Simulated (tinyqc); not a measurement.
Inside a calculation. Model: silicon n-p-n transistor, Gummel numbers and transit times.

Computed by the program tinyqc: `OMP_NUM_THREADS=1 python tinyqc.py 2320115 2320116 out.jsonl`, one thread of a shared Intel Xeon 2.30GHz, about 0.01 s for the whole run. Printed values are rounded.

One-dimensional n-p-n transistor in the forward active mode at low injection. In the base p(x) = NB exp(-eta x/wb) and ni(x)^2 = ni^2 exp((g0 + g1 x/wb)/Vt); electrons leave the base at vsat; band spikes at the emitter junction and recombination inside the emitter are ignored.

Parameters, values chosen for the exercise; band and dielectric values close to those of silicon:
- T = 300 K (temperature)
- Eg = 1.14 eV (band gap)
- eps_r = 11.8 (relative permittivity)
- Nc = 2.85e19 cm^-3 (conduction-band density of states at T)
- Nv = 2.66e19 cm^-3 (valence-band density of states at T)
- vsat = 1e7 cm/s (saturation velocity)
- wb = 290 nm (neutral base width)
- NB = 2.5e18 cm^-3 (base doping at the emitter edge)
- eta = 1.1 (doping falls as exp(-eta x/wb))
- g0 = 0 eV (gap reduction at the emitter edge of the base)
- g1 = 0 eV (further gap reduction across the base (linear))
- Dn = 9.6 cm^2/s (electron diffusion coefficient in the base)
- NE = 4e19 cm^-3 (emitter doping)
- gE = 0.092 eV (gap reduction in the emitter (negative: wider gap))
- we = 52 nm (neutral emitter width)
- Dp = 1.2 cm^2/s (hole diffusion coefficient in the emitter)
- Se = 1e6 cm/s (recombination velocity at the emitter contact)
- tb = 1e-7 s (electron lifetime in the base)
- NC = 1.4e16 cm^-3 (collector doping)
- VCB = 1.1 V (collector-base reverse bias)

Constants: q = 1.602176634e-19 C, kB = 1.380649e-23 J/K, Vt = kB T/q, eps0 = 8.8541878128e-14 F/cm where lengths are in cm. Results are converted to the units shown.

Range of the model: Heavy doping makes emitter or base degenerate; gE and g0 are to be read as apparent gap changes that include this.

## Base Gummel number and transit time

f(x) = p(x) ni^2/ni(x)^2; I(x) = integral from x to wb of f/Dn, plus f(wb)/vsat; base Gummel number GB = I(0); electron density per unit flux n/(J/q) = I/f; base transit time tauB = integral of I/f over the base. Trapezoid rule on 11 equal steps.

| point | x (nm) | f (cm^-3) | I (s/cm^4) | I/f (s/cm) |
|---|---|---|---|---|
| 0 | 0.0000 | 2.5e18 | 4.667228e12 | 1.866891e-6 |
| 1 | 26.3636 | 2.262094e18 | 4.013342e12 | 1.774171e-6 |
| 2 | 52.7273 | 2.046827e18 | 3.421681e12 | 1.671700e-6 |
| 3 | 79.0909 | 1.852046e18 | 2.886325e12 | 1.558452e-6 |
| 4 | 105.4545 | 1.675800e18 | 2.401914e12 | 1.433294e-6 |
| 5 | 131.8182 | 1.516327e18 | 1.963601e12 | 1.294972e-6 |
| 6 | 158.1818 | 1.372029e18 | 1.566999e12 | 1.142104e-6 |
| 7 | 184.5455 | 1.241463e18 | 1.208139e12 | 9.731574e-7 |
| 8 | 210.9091 | 1.123322e18 | 8.834291e11 | 7.864430e-7 |
| 9 | 237.2727 | 1.016424e18 | 5.896192e11 | 5.800916e-7 |
| 10 | 263.6364 | 9.196986e17 | 3.237690e11 | 3.520381e-7 |
| 11 | 290.0000 | 8.321777e17 | 8.321777e10 | 1e-7 |

GB = 4.667228e12 s/cm^4
tauB = 33.08602 ps

With 4000 steps GB = 4.663e12 s/cm^4 and tauB = 33.10 ps. A uniform base would give wb^2/(2 Dn) + wb/vsat = 46.7 ps; the built-in field, a drop of 1.10 Vt across the base, shortens the transit by a factor of 1.41.

## Gain, Early voltage and collector delay

ni = sqrt(Nc Nv) exp(-Eg/(2 Vt)), Eg in volts; GE = NE exp(-gE/Vt)(we/Dp + 1/Se); JC = J0 exp(VBE/Vt), J0 = q ni^2/GB; gain limited by back injection GE/GB, by base recombination tb/tauB, together 1/beta = the sum of the inverses; collector layer one-sided, Wc = sqrt(2 eps0 eps_r (Vbc + VCB)/(q NC)), Vbc = Vt ln(p(wb) NC/ni^2), Cjc = eps0 eps_r/Wc; Early voltage VA = GB q p(wb)/(f(wb) Cjc [1/Dn - (eta + g1/Vt)/(wb vsat)]), f(wb) = p(wb) exp(-(g0 + g1)/Vt), p(wb) = NB exp(-eta); tauC = Wc/(2 vsat).

ni = 7.316185e9 cm^-3
GE = 6.074727e12 s/cm^4
J0 = 1.837472e-12 A/cm^2
GE/GB = 1.301571
tb/tauB = 3022.424
beta = 1.301010
Wc = 426.5945 nm
Cjc = 0.2449151 fF/um^2
VA = 304.1827 V
tauC = 2.132972 ps

The gain is limited more by back injection into the emitter. beta VA = 396 V.
